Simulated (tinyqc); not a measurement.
Deep-level transient spectroscopy (DLTS) of one majority-carrier trap. Inputs raised by 2 %, one at a time. Computed by tinyqc, a small Python program. Command: `OMP_NUM_THREADS=1 python tinyqc.py 3021617 3021618 out.jsonl dlts sens`. One thread of a shared host (Intel(R) Xeon(R) Processor @ 2.30GHz), about 0.2 s of CPU time with the checks.

A filling pulse loads the traps in a one-sided junction; under reverse bias they empty at the rate e, and the capacitance relaxes as C(t) = C_0 - dC exp(-e t). The signal is S = [C(t_2) - C(t_1)]/dC.

Inputs (values chosen for the exercise, for a model semiconductor):
```
quantity                    value   unit
density-of-states mass m    0.867    m_0
valleys M                       1      -
trap depth E_t              0.203     eV
cross-section sigma_0     1.8e-17   cm^2
degeneracy ratio g            0.5      -
gate time t_1              0.0008      s
ratio t_2/t_1                   5      -
temperature T                 122      K
doping N                  3.6e+16  cm^-3
trap density N_t          1.4e+14  cm^-3
dielectric constant eps      7.51      -
built-in voltage V_b          1.5      V
reverse bias V_r              6.7      V
diode area                 0.0022   cm^2
capture barrier E_b         0.062     eV
```

Carriers: holes. Extra term: capture barrier.

Constants: k_B = 8.617333262e-05 eV/K; k_B = 1.380649e-23 J/K; m_0 = 9.1093837015e-31 kg; h = 6.62607015e-34 J s; eps_0 = 8.8541878128e-12 F/m; e = 1.602176634e-19 C.

Method:
- e = g sigma v N_b exp(-E/k_B T), v = sqrt(3 k_B T/m), N_b = 2 M (2 pi m k_B T/h^2)^(3/2), sigma = sigma_0 exp(-E_b/k_B T), E = E_t.
- S(e) = exp(-e t_1) - exp(-e t_2) peaks at the rate window e_0 = ln(t_2/t_1)/(t_2 - t_1).
- T_p solves e(T) = e_0 (bisection between 15 and 1500 K); the half-height points solve S = S_max/2 on either side.
- t_1 is scaled by 0.1, 0.3, 1, 3, 10 and 30 at fixed t_2/t_1; each T_p by bisection.
- Least squares of ln(e_0/T_p^2) on 1/(k_B T_p): slope -E_a, intercept ln(gamma sigma_a) with gamma = v N_b/T^2 = sqrt(3 k_B/m) 2 M (2 pi m k_B/h^2)^(3/2). For comparison, the slope of ln e_0 alone.
- W = sqrt(2 eps eps_0 (V_b + V_r)/(e N)), C_0 = eps eps_0 area/W. The pulse goes to zero bias, W_0 = W(V_r = 0). Traps within lambda = sqrt(2 eps eps_0 (E_t - E_F)/(e^2 N)) of the depletion edge stay filled, with E_F = k_B T_p ln(N_b/N) from the band, N_b = 2 M (2 pi m k_B T_p/h^2)^(3/2) (dopants taken as fully ionised). dC = C_0 (N_t/2N) f, f = [(W - lambda)^2 - max(W_0 - lambda, 0)^2]/W^2. The simple estimate is 2 N dC/C_0.

Runs:
```
input moved                        from         to  apparent depth E_a (eV)  transient amplitude dC (fF)  C_0 (pF)  emission rate e (1/s)
base run                              -          -                  0.26500                       45.271    33.644              0.0042724
trap depth E_t (eV)               0.203    0.20706                  0.26906                       45.177    33.644              0.0029037
cross-section sigma_0 (cm^2)    1.8e-17  1.836e-17                  0.26500                       45.265    33.644              0.0043578
gate time t_1 (s)                0.0008   0.000816                  0.26500                       45.265    33.644              0.0042724
density-of-states mass m (m_0)    0.867    0.88434                  0.26500                       45.287    33.644              0.0043578
capture barrier E_b (eV)          0.062    0.06324                  0.26624                       45.294    33.644              0.0037970
trap density N_t (cm^-3)        1.4e+14  1.428e+14                  0.26500                       46.177    33.644              0.0042724
reverse bias V_r (V)                6.7      6.834                  0.26500                       45.114    33.372              0.0042724
```

Exponents ln(y'/y) / ln(x'/x):
```
input                     apparent depth E_a  transient amplitude dC     C_0  emission rate e
trap depth E_t                         0.768                  -0.106   0.000          -19.502
cross-section sigma_0                  0.000                  -0.007   0.000            1.000
gate time t_1                          0.000                  -0.007   0.000            0.000
density-of-states mass m               0.000                   0.018   0.000            1.000
capture barrier E_b                    0.236                   0.025   0.000           -5.956
trap density N_t                       0.000                   1.000   0.000            0.000
reverse bias V_r                       0.000                  -0.176  -0.409            0.000
```

Which inputs matter most for each result?

Among the inputs moved here: apparent depth E_a answers most in size to trap depth E_t (exponent +0.768), next to capture barrier E_b (+0.236); its exponent is below 0.0005 for cross-section sigma_0, gate time t_1, density-of-states mass m, trap density N_t, reverse bias V_r. Transient amplitude dC answers most in size to trap density N_t (exponent +1.000), next to reverse bias V_r (-0.176). Its exponent +1.000 in trap density N_t: dC is linear in N_t. C_0 answers most in size to reverse bias V_r (exponent -0.409); its exponent is below 0.0005 for trap depth E_t, cross-section sigma_0, gate time t_1, density-of-states mass m, capture barrier E_b, trap density N_t. Emission rate e answers most in size to trap depth E_t (exponent -19.502), next to capture barrier E_b (-5.956); its exponent is below 0.0005 for gate time t_1, trap density N_t, reverse bias V_r. Its exponent +1.000 in cross-section sigma_0: e is linear in sigma. Its exponent +1.000 in density-of-states mass m: v N_b goes as m^(-1/2) m^(3/2).

Extremes, crossings and ranges named in words are read from the listed rows.
